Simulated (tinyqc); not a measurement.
## ESD clamp with bipolar snapback, compact model and design window: effect of the drain ballast and contact resistance

The drain junction multiplies the current that enters it: Igen = (M - 1)(Ic + I0), M = 1/(1 - (Vj/BV)^n). The generated holes leave through the substrate resistance and the base of the parasitic npn: Igen = Vb/Rb + Ic/be, Ic = Is exp(Vb/Vt). Terminal current I = Ic + I0 + Igen and voltage V = Vj + I Ro, per width. Isothermal, constant gain.

For given Vb: Ic, Igen, M = 1 + Igen/(Ic + I0), Vj = BV (1 - 1/M)^(1/n), I and V. Vt1 is the maximum of V along the curve, Vh the following minimum, Vt2 the voltage at I = It2. It1 and Ih are the currents at Vt1 and Vh.

Values chosen for this exercise; values close to those of grounded-gate n-channel clamps: temperature T = 300 K; junction breakdown voltage BV = 9.2 V; exponent of the multiplication n = 3.5; current gain of the parasitic npn be = 10.4; saturation current Is = 3.7e-17 A/um; junction leakage I0 = 2.2e-12 A/um; substrate resistance Rb = 10000 ohm um; failure current for 100 ns It2 = 10.2 mA/um.

Constants: q = 1.602176634e-19 C, kB = 1.380649e-23 J/K, Vt = kB T/q. Results are converted to the units shown.

Effect of the drain ballast and contact resistance:
```
Ro (ohm um)  Vt1 (V)  It1 (uA/um)  Vh (V)  Ih (uA/um)  Vt2 (V)  Vt2 - Vt1 (V)
30             9.201        45.14   4.952        5792    5.007         -4.194
52             9.202        46.64   5.061        4312    5.232         -3.971
92             9.204        48.20   5.207        3160    5.640         -3.565
160            9.208        49.71   5.390        2323    6.333         -2.874
280            9.214        51.25   5.625        1690    7.557         -1.656
490            9.225        52.80   5.923        1218    9.699         0.4747
860            9.244        54.37   6.300       866.5    13.47          4.229
1500           9.280        55.97   6.761       611.2    20.00          10.72
```

Read the table: what changes, and by how much?

As Ro goes from 30 to 1500 ohm um, Vt1 rises from 9.20 to 9.28 V, It1 rises from 45.1 to 56.0 uA/um, Vh rises from 4.95 to 6.76 V and Vt2 rises from 5.01 to 20.0 V. Vt2 exceeds Vt1, the condition for all fingers to turn on, in 3 of the 8 rows. Ballast buys uniform turn-on with a higher clamping voltage.

Program tinyqc, `OMP_NUM_THREADS=1 python tinyqc.py 2670152 2670153 out.jsonl`; Intel Xeon 2.30GHz, shared host, one thread, about 0.02 s.
